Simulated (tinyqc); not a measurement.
Time-dependent dielectric breakdown: cell percolation, Weibull statistics, area scaling and voltage extrapolation: one step, computed by the program tinyqc. Command: `OMP_NUM_THREADS=1 python tinyqc.py 3008924 3008925 out.jsonl tddb walk`. One thread of a shared host (Intel(R) Xeon(R) Processor @ 2.30GHz), about 0.01 s of CPU time with the checks.

The oxide is divided into columns of area a^2, each holding m = t_ox/a cells (m is taken as continuous). A share lambda(t) = (t/t_1)^alpha of the cells is defective, and a column whose cells are all defective breaks down.

Question. Projection to use conditions. All three voltage laws share the slope n at the stress voltage. Factor t(V_u)/t(V): E law exp(n (1 - V_u/V)); 1/E law exp(n (V/V_u - 1)); power law (V/V_u)^n. Temperatures in kelvin are T(C) + 273.15. Temperature factor exp[(E_a/k_B)(1/T_u - 1/T)]; area factor (A/A_u)^(1/beta); percentile factor (-ln(1 - F))^(1/beta); life = t63 x all four; 1 year = 3.15576e7 s.

Inputs (values chosen for the exercise, for a model gate oxide):
```
quantity                                                 value  unit
test area A                                               3000  um^2
product area A_u                                         2e+06  um^2
stress voltage V                                          7.13     V
use voltage V_u                                              3     V
local exponent n = -d ln t/d ln V at the stress voltage     48     -
activation energy E_a                                     0.52    eV
stress temperature T                                       140     C
use temperature T_u                                         55     C
allowed failure fraction F                               0.001     -
```

Voltage law used: 1/E.

Weibull slope beta = 1.3

characteristic life t63 = 4683.528 s

Constants: k_B = 8.617333262e-05 eV/K.

Give: voltage factor; temperature factor; area factor; percentile factor; projected life.

Answer.

voltage factor = 4.9909e+28

temperature factor = 43.960

area factor = 0.0067261

percentile factor = 0.0049258

projected life = 1.0788e+22 years

Area and percentile together cost 4.5 decades, voltage and temperature return 30.3; a ten-year target is met. Caution: t_1 is an input here; in a real oxide it changes with thickness at fixed voltage. Caution: a voltage factor of more than nine decades rests wholly on the chosen law and cannot be tested.
